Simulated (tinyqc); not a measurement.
When the band splits: coherent potential approximation for a binary alloy with a semi-elliptic band.

Site levels eA = -x d (share 1 - x) and eB = (1 - x) d (share x), so that their mean, the virtual crystal, is 0. Pure band: G0(z) = 2 (z - sqrt(z - W) sqrt(z + W))/W^2 with principal roots, density -Im G/pi per site. The medium has a self-energy S(z), G = G0(z - S), z = E + i eta. t_i = (e_i - S)/(1 - (e_i - S) G); the CPA demands <t> = (1 - x) tA + x tB = 0. Iteration: start at S = 0, set S(new) = S + <t>/(1 + <t> G), stop when |<t>| < 1e-9 eV.

Inputs chosen for the exercise:

| symbol | value | unit | meaning |
|---|---|---|---|
| W | 1.2 | eV | half width of the pure band |
| x | 0.44 |  | fraction of B |
| eta | 0.024 | eV | broadening |

x as given, d varied, eta as given. The density is taken at E = (eA + eB)/2 and at E = eA + eB = (1 - 2x) d, where S has its pole for well split bands; a gap shows as a density of the size of the broadening tail.

Between the two levels:

| d/W | d (eV) | density at the midpoint (1/eV) | density at (1 - 2x) d (1/eV) | Im S at the midpoint (eV) |
|---|---|---|---|---|
| 0.2 | 0.24 | 0.5098 | 0.5097 | -0.024 |
| 0.4 | 0.48 | 0.4783 | 0.4777 | -0.100 |
| 0.6 | 0.72 | 0.4222 | 0.4195 | -0.249 |
| 0.8 | 0.96 | 0.3368 | 0.3243 | -0.516 |
| 1.0 | 1.20 | 0.2296 | 0.1649 | -0.853 |
| 1.2 | 1.44 | 0.1016 | 0.0481 | -0.819 |
| 1.5 | 1.80 | 0.0185 | 0.0173 | -0.896 |
| 2.0 | 2.40 | 0.0072 | 0.0072 | -1.204 |

The midpoint density falls from 0.510 to 0.0072 1/eV; it first drops below a tenth of the pure peak (0.053) at d/W = 1.5. At (1 - 2x) d the density drops below that mark at d/W = 1.2, so the bands have parted by then (this mark lags the true splitting), and is least, 0.0072, at d/W = 2. For x = 1/2 the two coincide and the band splits at d = W exactly; here x = 0.44. The size of Im Sigma at the midpoint is largest at d/W = 2. It is a lifetime only where the density there is finite; for well separated bands, d/W above 1/(2 sqrt(x (1 - x))), S has a pole in the gap at (1 - 2x) d.

tinyqc: `OMP_NUM_THREADS=1 python tinyqc.py 1481199 1481200 out.jsonl`; about 0.01 s, one thread, shared Intel(R) Xeon(R) Processor @ 2.30GHz.
